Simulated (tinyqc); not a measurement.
Floating body of a partially depleted SOI transistor: body voltage and kink: two steps of the calculation.

Source at 0 V. Channel current Ic = 2 nf K Vt^2 [F(0) - F(Vd)](1 + la Vd), F(V) = ln^2(1 + exp((Vg - VT - nf V)/(2 nf Vt))), VT = VT0 - gb Vb. Saturation voltage Vs = 2 Vt sqrt(F(0)) + 3 Vt, excess Ve = (Vd - Vs + sqrt((Vd - Vs)^2 + 0.0004 V^2))/2, multiplication M1 = Ai Ve exp(-Bl/Ve). Each junction passes D(v) = J1 (exp(v/Vt) - 1) + J2 (exp(v/(2 Vt)) - 1). Bipolar current Ib = bb J1 (exp(Vb/Vt) - 1). The body settles where M1 (Ic + Ib) = D(Vb) + D(Vb - Vd) + Vb/Rb; drain current Id = (1 + M1)(Ic + Ib) - D(Vb - Vd).

Parameters, values chosen for the exercise; values of the order met in partially depleted silicon-on-insulator transistors:

| symbol | value | unit | meaning |
|---|---|---|---|
| T | 300 | K | temperature |
| VT0 | 0.51 | V | threshold at zero body voltage |
| gb | 0.26 |  | fall of the threshold per volt of body voltage |
| nf | 1.31 |  | slope factor |
| K | 110 | uA/(V^2 um) | gain factor per width |
| la | 0.03 | 1/V | channel-length modulation factor |
| Ai | 2.1 | 1/V | impact-ionisation prefactor |
| Bl | 6.8 | V | impact-ionisation voltage |
| J1 | 5.9e-13 | uA/um | diffusion saturation current of each junction |
| J2 | 1.5e-8 | uA/um | recombination saturation current of each junction |
| bb | 0.5 |  | gain of the lateral bipolar transistor on the diffusion current |
| Rb | 1e9 | kohm um | resistance of a weak body tie to the source (1e9 stands for no tie, and the term is then dropped) |
| Vg | 0.75 | V | gate voltage |
| Vd | 1.9 | V | drain voltage |

Constants: q = 1.602176634e-19 C, kB = 1.380649e-23 J/K, Vt = kB T/q. Results are converted to the units shown.

Problem 1. New Vb. Current into the body I_in = M1 (Ic + Ib) - D(Vb - Vd), current out I_out = D(Vb) + Vb/Rb; f = ln(I_in/I_out), s = df/dVb by central differences over 1e-5 V, Vb(new) = Vb - f/s.

Vb after iteration 1 = 0.68927076 V

Give: Ic; Ve; M1; I_in; I_out; f; s; Vb after iteration 2.

Solution 1.

Ic = 7.804 uA/um
Ve = 1.502 V
M1 = 0.03415
I_in = 0.2703 uA/um
I_out = 0.2332 uA/um
f = 0.1478
s = -36.88 1/V
Vb after iteration 2 = 0.6933 V

Problem 2. Drain current with floating and with grounded body. Id and VT at the converged Vb, Id at Vb = 0, their ratio, and the bipolar share Ib/(Ic + Ib).

converged Vb = 0.69328026 V

Find: VT; Id, floating; Id, grounded; ratio; bipolar share.

Solution 2.

VT = 0.3297 V
Id, floating = 8.245 uA/um
Id, grounded = 2.738 uA/um
ratio = 3.011
bipolar share = 1.640 %

The body rises to 0.693 V and lowers the threshold by 180 mV.

Range of the model: The multiplication law is an empirical form chosen for the exercise; self-heating and capacitive coupling to the body are left out, and the linear laws are rough once Vb passes about 0.7 V or M1 about 0.1.

tinyqc, about 0.2 s, one thread, Intel Xeon 2.30GHz (shared host): `OMP_NUM_THREADS=1 python tinyqc.py 2182205 2182206 out.jsonl`
